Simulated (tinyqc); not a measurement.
Inside a calculation. Model: interdiffusion in a binary couple: Darken equations, Kirkendall shift and Boltzmann-Matano analysis. Computed by tinyqc, a small Python program that keeps every step. Command: `OMP_NUM_THREADS=1 python tinyqc.py 3021614 3021615 out.jsonl darken walk`. One thread of a shared host (Intel(R) Xeon(R) Processor @ 2.30GHz), about 0.06 s of CPU time with the checks. Intermediate numbers are printed to about 6 digits and carried at full precision; extremes and crossings named in words are read from the listed rows.

x is the mole fraction of B; the molar volume is constant, and the two halves are long enough to count as infinite.

Inputs (values chosen for the exercise, for a model alloy A-B):
```
quantity                            value   unit
tracer diffusivity D*_A(0)        7.3e-14  m^2/s
tracer diffusivity D*_B(0)        1.8e-13  m^2/s
slope k of ln D* with x               1.2      -
regular-solution parameter W       -0.025     eV
temperature T                        1480      K
left composition x_L                 0.24      -
right composition x_R                0.75      -
time t                             990000      s
composition x for the local step     0.33      -
```

Vacancy-wind correction: Manning, fcc.

Constants: k_B = 8.617333262e-05 eV/K.

## Diffusivities at one composition

D*_i(x) = D*_i(0) exp(k x); thermodynamic factor Phi = 1 - 2 W x (1 - x)/(k_B T); with f0 = 0.7815, M0 = 2 f0/(1 - f0), den = M0 ((1 - x) D*_A + x D*_B): D_A = D*_A Phi [1 + 2 (1 - x)(D*_A - D*_B)/den], D_B = D*_B Phi [1 - 2 x (D*_A - D*_B)/den]; interdiffusion D~ = x D_A + (1 - x) D_B.

thermodynamic factor Phi = 1.08668

intrinsic D_A = 9.60575e-14 m^2/s

intrinsic D_B = 3.17131e-13 m^2/s

interdiffusion coefficient D~ at the local x = 2.44177e-13 m^2/s

A negative W (tendency to order or compound) speeds mixing: Phi is above 1.

## Composition profile

With lambda = z/sqrt(t), the profile solves d/dlambda (D~ dx/dlambda) + (lambda/2) dx/dlambda = 0 with x = x_L and x_R far to the left and right; z = 0 is the original interface. It is solved as a boundary-value problem in y = lambda/sqrt(D~ at the mean composition) on -12 < y < 12 (collocation, tolerance 1e-8). The last column is the error-function profile for a constant D~ taken at the mean composition.

D~ at the mean composition = 2.65270e-13 m^2/s

Profile at time t:
```
y       z (um)         x  dx/dz (1/um)  x for constant D~
-3.0  -1537.39  0.246709   2.60382e-05           0.248643
-2.0  -1024.92  0.277465   1.06159e-04           0.280111
-1.5   -768.69  0.312521   1.68654e-04           0.313655
-1.0   -512.46  0.363731   2.29129e-04           0.362273
-0.5   -256.23  0.428203   2.69516e-04           0.424537
0.0       0.00  0.499163   2.78852e-04           0.495000
0.5     256.23  0.568410   2.56927e-04           0.565463
1.0     512.46  0.628840   2.11874e-04           0.627727
1.5     768.69  0.676076   1.56156e-04           0.676345
2.0    1024.92  0.709046   1.02425e-04           0.709889
3.0    1537.39  0.740780   3.06702e-05           0.741357
```

At the original interface x = 0.4992, against the mean 0.4950. D~ is 1.20 times as large at x_R as at x_L, about the same at both ends.

## Boltzmann-Matano quantities at composition x

Read from the profile: the position z(x), the area -int_(x_L)^x z dx and the slope.

position z(x) = -672.001 um

area -int z dx from x_L to the local x = 93.1855 um

slope dx/dz at the local x = 1.92743e-04 1/um

## Boltzmann-Matano diffusivity

D~(x) = area/(2 t slope), with z counted from the original interface (the Matano plane); 1 um^2 = 1e-12 m^2.

D~ from the profile = 2.44177e-13 m^2/s

It returns the value of D~ 2.4418e-13 m^2/s that went in.

## Kirkendall markers

Lattice planes move with v = (D_B - D_A) dx/dz; markers from the original interface stay at one composition, where z_K = 2 t v.

marker position z_K = 153.284 um

composition at the markers = 0.541297

number of solutions = 1

The markers move towards the B-rich side, the side that loses atoms of the faster species (B); vacancies flow the same way and may condense there as voids.

Checks made by the program: mass balance about the original interface (Matano plane at z = 0) (relative difference below 1e-10); Boltzmann-Matano against the Darken value (relative difference 5e-08).
